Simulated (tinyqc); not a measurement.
Width of the inclusion: polytypes by hexagonality, and a cubic inclusion as a quantum well.

Gap: E3 + (E2 - E3) h. Valence top Ev2 h and polarisation P2 h, both counted from 3C; Ec = Ev + gap.

A cubic inclusion of width L = N d in the host (h = 1) is a well of depth V = Ec(host) - Ec(3C). Square well with mass mismatch: k tan(k L/2) = (m_w/m_b) q, k = sqrt(m_w E/c), q = sqrt(m_b (V - E)/c), c = hbar^2/2m0, lowest root. The depth of the level, V - E, is its binding, and the transition to the valence top of the host is gap(host) - (V - E). The step in polarisation gives a field |F| = |P|/(eps eps0) in a thin inclusion, eps0 = 8.8541878e-12 F/m.

Constants: hbar^2/2m0 = 3.80998211 eV angstrom^2.

Parameters, chosen for this exercise (of the order of those of InAs; not measured data): E3 = 0.416 eV (gap of the cubic polytype); E2 = 0.46 eV (gap of 2H); Ev2 = 0.052 eV (valence top of 2H above that of 3C); P2 = 0.0019 C/m^2 (spontaneous polarisation of 2H); m = (0.028, 0.024) m0 (electron mass along c in the cubic layer and in the host); d = 3.496 angstrom (thickness of a double layer); eps = 15.2 (dielectric constant).

Without the field: square well. With it, the potential inside is |F| (z - L/2), the host conduction edge lies at V - |F| L/2 on one side and V + |F| L/2 on the other, and the lowest level E_F is found by finite differences (step 0.25 angstrom, wide box, good to about 1 meV). Holes sit in the host on the high side, so the transition is gap(host) - V + E_F - |F| L/2. A dash: bound by less than 2 meV or not at all.

Results:

| N | L (angstrom) | depth (eV) | transition (eV) | depth below the low side, with field (eV) | transition with field (eV) |
|---|---|---|---|---|---|
| 2 | 6.99 | 0.001 | 0.459 | - | - |
| 4 | 13.98 | 0.003 | 0.457 | - | - |
| 6 | 20.98 | 0.006 | 0.454 | - | - |
| 10 | 34.96 | 0.015 | 0.445 | - | - |
| 15 | 52.44 | 0.027 | 0.433 | 0.003 | 0.383 |
| 20 | 69.92 | 0.038 | 0.422 | 0.005 | 0.356 |
| 30 | 104.88 | 0.056 | 0.404 | 0.008 | 0.304 |

The square well binds a level even at N = 2 (1 meV), as any symmetric one-dimensional well does; the depth grows to 56 of 96 meV, and the transition tends to E3 - Ev(host) = 0.364 eV. With the field the level is bound by 2 meV or more for N = 15, 20 and 30, and the transition is lowered by 50 meV at N = 15 and 101 meV at N = 30, where |F| L/2 = 74 meV. Free carriers or surface charge screen the field and the step between the two sides; with the field removed every row returns to its square-well depth, and the attraction to the hole, left out here, binds the electron further.

Run: tinyqc, `OMP_NUM_THREADS=1 python tinyqc.py 1881113 1881114 out.jsonl`; Intel(R) Xeon(R) Processor @ 2.30GHz, one thread, shared host; about 0.1 s of CPU time with all checks.
